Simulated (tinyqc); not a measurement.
Deformation-potential model of the Delta valleys of a conduction band: one step. Strain from a uniaxial [110] stress. Two cases, with inputs chosen for the exercise.

Task: Form the compliances and the strain.

s11 = (C11 + C12)/((C11 - C12)(C11 + 2 C12)), s12 = -C12/((C11 - C12)(C11 + 2 C12)), s44 = 1/C44; exx = s11 sxx + s12 (syy + szz) and cyclic, exy = s44 sxy/2; tension is positive. A uniaxial stress X along the unit vector n is s_ij = X n_i n_j.

Give: s11, s12, s44; strain tensor.

Case 1.

Values chosen (near those of Si; shifted at random, so the results belong to these values and not to a real crystal): C11 = 165.6 GPa; C12 = 63.5 GPa; C44 = 79.6 GPa; load = uniaxial [110] (kind of stress); X = 0.46 GPa (stress).

Result:

s11, s12, s44 (1/TPa): 7.6688  -2.1256  12.5628

strain tensor:
```
          x         y          z
x  0.001275  0.001445   0.000000
y  0.001445  0.001275   0.000000
z  0.000000  0.000000  -0.000978
```

Case 2.

Values chosen (near those of Si; shifted at random, so the results belong to these values and not to a real crystal): C11 = 167.1 GPa; C12 = 63.3 GPa; C44 = 79.3 GPa; load = uniaxial [110] (kind of stress); X = 0.78 GPa (stress).

Result:

s11, s12, s44 (1/TPa): 7.5576  -2.0764  12.6103

strain tensor:
```
          x         y          z
x  0.002138  0.002459   0.000000
y  0.002459  0.002138   0.000000
z  0.000000  0.000000  -0.001620
```

Computed by tinyqc, one run a case: `OMP_NUM_THREADS=1 python tinyqc.py N N+1 out.jsonl` with N = 1050525, 1050777; one thread of a shared Intel(R) Xeon(R) Processor @ 2.30GHz, about 0.03 s a run at most.
